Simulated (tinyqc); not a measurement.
Chemically amplified photoresist: aerial image, acid generation, bake, development and line width: one step, computed by the program tinyqc. Command: `OMP_NUM_THREADS=1 python tinyqc.py 3023881 3023882 out.jsonl resist walk`. One thread of a shared host (Intel(R) Xeon(R) Processor @ 2.30GHz), about 0.02 s of CPU time with the checks.

Lines and spaces of pitch p with a two-beam-like image; x = 0 is the middle of the bright space. The resist is positive and treated as uniform in depth.

Task: Photon statistics at the edge. Dose E(x) = E [1 + c cos(2 pi x/p)]; acid h = 1 - exp(-C E(x)). Bake: the acid image is blurred by a Gaussian of variance sigma^2 = 2 D t (each Fourier term k of h, taken on 64 points, is multiplied by exp(-4 pi^2 k^2 D t/p^2)). The edge lies at x = width/2. Absorbed photons per volume N = E(edge) alpha/(photon energy), 1 mJ/cm^2 = 62.41509 eV/nm^2, alpha in 1/nm; a Gaussian blur averages over a volume V = (2 sqrt(pi) sigma)^3; relative noise 1/sqrt(N V); edge noise sigma_x = (dh/d ln E) noise/|dh/dx|, with both derivatives of the blurred acid at the edge.

Inputs (values chosen for the exercise, for a model resist at 248 nm):
```
quantity                      value     unit
pitch p                         280       nm
image contrast c               0.87        -
mean dose E                      11  mJ/cm^2
Dill parameter C               0.02  cm^2/mJ
acid diffusivity D               10   nm^2/s
bake time t                      60        s
photon energy                     5       eV
absorption coefficient alpha    0.6     1/um
```

space width = 132.2076 nm

diffusion length sigma = sqrt(2 D t) = 34.64102 nm

Give: absorbed photons N; photons in the blur volume; edge noise from photons.

Result:

absorbed photons N = 0.08865 1/nm^3

photons in the blur volume = 1.642e+05

edge noise from photons = 0.1707 nm

Caution: lateral development, standing waves and the joint diffusion of acid and quencher are left out, so widths are indicative. Caution: the noise counts photons alone (acid and quencher statistics add to it) and takes the film as thicker than the blur; a thinner film averages in two dimensions only.
